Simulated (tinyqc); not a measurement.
Worked calculation: Heisenberg spin cluster by exact diagonalisation: multiplets, susceptibility, level crossings. Computed by tinyqc, a small Python program that keeps every step. Command: `OMP_NUM_THREADS=1 python tinyqc.py 3019326 3019327 out.jsonl spincl walk`. One thread of a shared host (Intel(R) Xeon(R) Processor @ 2.30GHz), about 0.01 s of CPU time with the checks. Intermediate numbers are printed to about 5 digits and carried at full precision; extremes and crossings named in words are read from the listed rows.

H = J1 sum S_i.S_j over the bonds 1-2, 2-3 + J2 sum over 1-3 - g mu_B B S_z; J > 0 is antiferromagnetic.

Inputs (values chosen for the exercise, for a model cluster): exchange J1 = 12.4 meV; exchange J2 = -9.8 meV; g factor = 2.11; temperature T = 98 K; field B = 1.6 T.

Cluster: triangle, two J1 bonds and one J2 bond. Spin s of each site: 1.

Constants: k_B = 8.617333262e-05 eV/K; mu_B = 5.7883818060e-05 eV/T.

## The block with S_z = 0

Basis: products of m values. S_i.S_j = m_i m_j on the diagonal and (1/2) sqrt[s(s+1) - m_i(m_i+1)] sqrt[s(s+1) - m_j(m_j-1)], s the spin of a site, between states that differ by one flip up and one down.

H at B = 0 (meV), rows +1 0 -1, +1 -1 0, 0 +1 -1, 0 0 0, 0 -1 +1, -1 +1 0, -1 0 +1:
```
[[9.8, 12.4, 12.4, -9.8, 0.0, 0.0, 0.0],
 [12.4, -12.4, 0.0, 12.4, -9.8, 0.0, 0.0],
 [12.4, 0.0, -12.4, 12.4, 0.0, -9.8, 0.0],
 [-9.8, 12.4, 12.4, 0.0, 12.4, 12.4, -9.8],
 [0.0, -9.8, 0.0, 12.4, -12.4, 0.0, 12.4],
 [0.0, 0.0, -9.8, 12.4, 0.0, -12.4, 12.4],
 [0.0, 0.0, 0.0, -9.8, 12.4, 12.4, 9.8]]
```

## Multiplets

Every multiplet has one member in the block S_z = 0; diagonalise it and read the total spin from <S^2> = S (S + 1).

Levels at B = 0:
```
E (meV)  total S  number of multiplets
-47.0          1                     1
-22.2          2                     1
-15.0          0                     1
-2.6           1                     1
15.0           3                     1
19.6           1                     1
22.2           2                     1
```

ground energy = -47 meV

gap to the next level = 24.8 meV

The ground state has S = 1; the next level has S = 2. The highest spin, S = 3, lies at 15 meV, s^2 times the sum of all J, s the spin of a site.

## Thermal averages at zero field

Z = sum k (2S + 1) exp(-E/(k_B T)) over the table, k the number of multiplets; <S^2> likewise with the factor S (S + 1); chi T = N_A g^2 mu_B^2 <S^2>/(3 k_B) = 0.125049 g^2 <S^2> cm^3 K/mol (cgs, per mole of clusters); C = (<E^2> - <E>^2)/(k_B T)^2; entropy = ln Z + <E>/(k_B T).

<S^2> = 2.3222

chi T = 1.2928 cm^3 K/mol

heat capacity = 0.95120 k_B

entropy = 1.4992 k_B

Free spins would give <S^2> = 6 and the entropy 3.296 k_B; chi T is 39 % of the free value.

## Magnetisation in the field

Each multiplet splits as E - g mu_B B m; <S_z> is the Boltzmann mean. The first level crossing is at the smallest (E_S - E_0)/(g mu_B (S - S_0)) over higher spins (0 if the ground state has the highest spin).

<S_z> = 0.017910

first crossing field = 203.05 T

Linear response would give g mu_B B <S^2>/(3 k_B T) = 0.0179.

## Susceptibility against the Curie-Weiss form

High-temperature form: chi T = C0/(1 - theta/T), C0 = 0.125049 g^2 n s (s + 1), k_B theta = -(2/3) s (s + 1) (sum of J over bonds)/n, n = 3; a dash where T <= 1.05 theta.

theta = -77.363 K

Against temperature:
```
T (K)  chi T (cm^3 K/mol)  Curie-Weiss  chi (cm^3/mol)     C (k_B)
14                 1.1135       0.5119        0.079533  8.3275e-07
29                 1.1136       0.9108        0.038401  8.1963e-03
50                 1.1249       1.3114        0.022499  1.8751e-01
86                 1.2345       1.7585        0.014355  7.8553e-01
140                1.5314       2.1515        0.010939  1.2985e+00
230                2.0225       2.4996        0.008793  1.1686e+00
360                2.4725       2.7495        0.006868  6.4859e-01
580                2.8192       2.9473        0.004861  2.6416e-01
1200               3.1045       3.1381        0.002587  5.8017e-02
2300               3.2222       3.2317        0.001401  1.4894e-02
```

The Curie-Weiss form is within 3 % in the last 2 rows. chi keeps rising on cooling, towards the Curie law of the S = 1 ground state; among these rows C is largest at 140 K, and the gap is 288 K.

Checks made by the program: the trace of H and the count of states (relative difference below 1e-10).
